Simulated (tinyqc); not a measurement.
# Stoner model of a band magnet at zero temperature, step by step

A worked calculation. Computed by tinyqc, a small Python program that keeps every step. Command: `OMP_NUM_THREADS=1 python tinyqc.py 3013009 3013010 out.jsonl stoner walk`. One thread of a shared host (Intel(R) Xeon(R) Processor @ 2.30GHz), about 0.01 s of CPU time with the checks. Intermediate numbers are printed to about 6 digits and carried at full precision; extremes and crossings named in words are read from the listed rows.

Five orbitals per spin share one band; u = (E - E_bottom)/W runs from 0 to 1, and the states per spin, atom and energy are g = 5 d(u)/W with d = (8/pi) sqrt(u (1 - u)). N(u) is the integral of d from 0. The moment m = n_up - n_down (electrons per atom) moves the fillings to n +/- m/10; the energy is E(m) = E_band(m) - I m^2/4.

Inputs (values chosen for the exercise, for a model d band): band width W = 6.7 eV; filling n per spin orbital = 0.21; Stoner parameter I = 1.01 eV; field B = 1 T; start moment m0 = 0.17 mu_B; largest number of steps = 600.

Density of states: semi-elliptic.

Constants: mu_B = 5.7883818060e-05 eV/T.

## The paramagnetic state

Solve N(u_F) = n; g_F = 5 d(u_F)/W; the Stoner product is I g_F.

u_F = 0.263038

g_F = 0.836695 1/eV

Stoner product I g_F = 0.845062

I g_F < 1: the paramagnet is locally stable.

## Exchange-enhanced response

The susceptibility is enhanced by 1/(1 - I g_F), and a field B induces m = 2 mu_B B g_F/(1 - I g_F).

enhancement = 6.45420

induced moment = 6.25168e-04 mu_B

## Fixed-moment scan

For a moment m the Fermi levels of the two spins lie W [u(n + m/10) - u(n - m/10)] =: Delta apart; gbar = m/Delta is the mean density of states between them. A solution has I gbar = 1, is stable where gbar falls with m, or sits at saturation m_max = 10 min(n, 1 - n) if I gbar > 1 there. E_band(m) = 5 W [e(n + m/10) + e(n - m/10) - 2 e(n)], e = integral of u d(u) up to the Fermi level.

Against the moment:
```
m (mu_B)  Delta (eV)    I gbar  E(m) - E(0) (meV)
0.105        0.12551  0.844924              0.511
0.315        0.37704  0.843815              4.615
0.630        0.75753  0.839962             18.730
0.945        1.14563  0.833120             43.200
1.260        1.54734  0.822445             79.660
1.575        1.97359  0.806019            131.008
1.890        2.45392  0.777897            202.957
2.100        2.92791  0.724408            270.206
```

I gbar runs between 0.724 and 0.845; the energy falls with m where it exceeds 1 and rises where it is below. The lowest row is m = 0.10, and no row lies below the paramagnet.

## Self-consistent moment

Split the bands by Delta = I m, find the common Fermi level that keeps 10 n electrons, and read m(out) = 5 [N(u + Delta/(2W)) - N(u - Delta/(2W))], N clipped to 0 and 1. Start from m0 (at most 0.9 m_max, m_max = 10 min(n, 1 - n)); stop when m changes by less than 1e-8; moments under 1e-5 count as 0.

Iteration:
```
step  m in (mu_B)   Delta (eV)  m out (mu_B)
1     1.70000e-01  1.71700e-01   1.43617e-01
2     1.43617e-01  1.45053e-01   1.21339e-01
3     1.21339e-01  1.22552e-01   1.02523e-01
4     1.02523e-01  1.03548e-01   8.66285e-02
5     8.66285e-02  8.74948e-02   7.32007e-02
...           ...          ...           ...
85    1.22640e-07  1.23866e-07   1.03638e-07
86    1.03638e-07  1.04675e-07   8.75809e-08
87    8.75809e-08  8.84567e-08   7.40113e-08
88    7.40113e-08  7.47514e-08   6.25442e-08
89    6.25442e-08  6.31696e-08   5.28537e-08
```

moment m = 0 mu_B

last change of m = 9.69046e-09

The moment dies away, once small by the factor I g_F a step.

Checks made by the program: N(u_F) against quadrature of d (relative difference below 1e-10).
